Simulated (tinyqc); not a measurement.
Thin-film transistor with exponential tail and deep states, accumulation layer: transfer curve.

An undoped film in accumulation, thicker than the space-charge layer. With band bending psi the Fermi level lies E0 - psi below the band edge. Free electrons n = n0 exp(psi/Vt) carry the current; electrons in two exponential distributions of traps, a = a0 exp(psi/Va) and d = d0 exp(psi/Vp), do not. Linear regime, ohmic contacts, traps in equilibrium.

Va = kB Tt/q, Vp = kB Td/q; n0 = Nc exp(-E0/Vt), a0 = Nt th(T/Tt) exp(-E0/Va), d0 = Nd th(T/Td) exp(-E0/Vp), th(x) = pi x/sin(pi x). G(psi) = sum over the three kinds of c0 [V (exp(psi/V) - 1) - psi], field F = sqrt(2 q G/(eps0 eps_r)); Vg = psi + eps0 eps_r F/Ci at the surface. Total charge Q = Ci (Vg - psi_s); free charge Qf = q times the integral of n0 (exp(psi/Vt) - 1)/F over psi from 0 to psi_s; I = (W/L) mb Qf Vd; effective mobility mb Qf/Q. The last column is d ln I/d ln Vg.

Inputs (values chosen for the exercise); values close to those of amorphous silicon: temperature T = 270 K; relative permittivity of the semiconductor eps_r = 11.8; density of extended states Nc = 3.7e19 cm^-3; band mobility mb = 9.5 cm^2/(V s); total density of tail states Nt = 7.1e19 cm^-3; characteristic temperature of the tail Tt = 340 K; total density of deep states Nd = 4.8e17 cm^-3; characteristic temperature of the deep states Td = 1140 K; bulk Fermi level below the band edge E0 = 0.54 eV; gate capacitance Ci = 100 nF/cm^2; ratio W/L WL = 5; drain voltage Vd = 0.1 V.

Constants: q = 1.602176634e-19 C, kB = 1.380649e-23 J/K, Vt = kB T/q, eps0 = 8.8541878128e-14 F/cm where lengths are in cm. Results are converted to the units shown.

Result of one run:
```
Vg (V)  E0 - psi_s (eV)  Q (nC/cm^2)  free share (%)  effective mobility (cm^2/(V s))    I (nA)  exponent
0.17             0.4419        7.186        0.002163                         2.055e-4  7.384e-4     2.789
```

What becomes of these results when the gate voltage above flat band Vg is changed from 0.17 to 1.9 V, all else the same?

Result of the changed run:
```
Vg (V)  E0 - psi_s (eV)  Q (nC/cm^2)  free share (%)  effective mobility (cm^2/(V s))  I (nA)  exponent
1.9              0.1476        150.8           1.644                           0.1562   11.77     2.289
```

The whole series:
```
Vg (V)  E0 - psi_s (eV)  Q (nC/cm^2)  free share (%)  effective mobility (cm^2/(V s))    I (nA)  exponent
0.17             0.4419        7.186        0.002163                         2.055e-4  7.384e-4     2.789
0.27             0.3916        12.16        0.006276                         5.963e-4  0.003626     4.171
0.45             0.3169        22.69         0.04227                         0.004016   0.04555     5.520
0.73             0.2436        43.36          0.2765                          0.02626    0.5695     4.533
1.2              0.1872        84.72          0.8863                          0.08420     3.567     2.994
1.9              0.1476        150.8           1.644                           0.1562     11.77     2.289
3.2              0.1095        276.9           2.641                           0.2509     34.74     1.908
5.2             0.07724        473.7           3.714                           0.3529     83.58     1.726
8.4             0.04714        790.7           4.955                           0.4708     186.1     1.622
```

The current rises from 7.38e-4 to 186 nA and the free share rises from 0.00216 to 4.96 %; the exponent goes from 2.79 through a maximum of 5.52 (at Vg = 0.45 V among the rows listed) to 1.62. If one kind of trap held all the charge, I would go as Q^(2 Tx/T - 1): 7.44 for the deep states, 1.52 for the tail and 1 for free electrons alone. For Vg = 1.2 to 8.4 V the th form, which assumes a Fermi level far below the edge, overcounts the filled tail at the surface by more than 15 %.

tinyqc, about 0.02 s, one thread, Intel Xeon 2.30GHz (shared host): `OMP_NUM_THREADS=1 python tinyqc.py 2610022 2610023 out.jsonl`
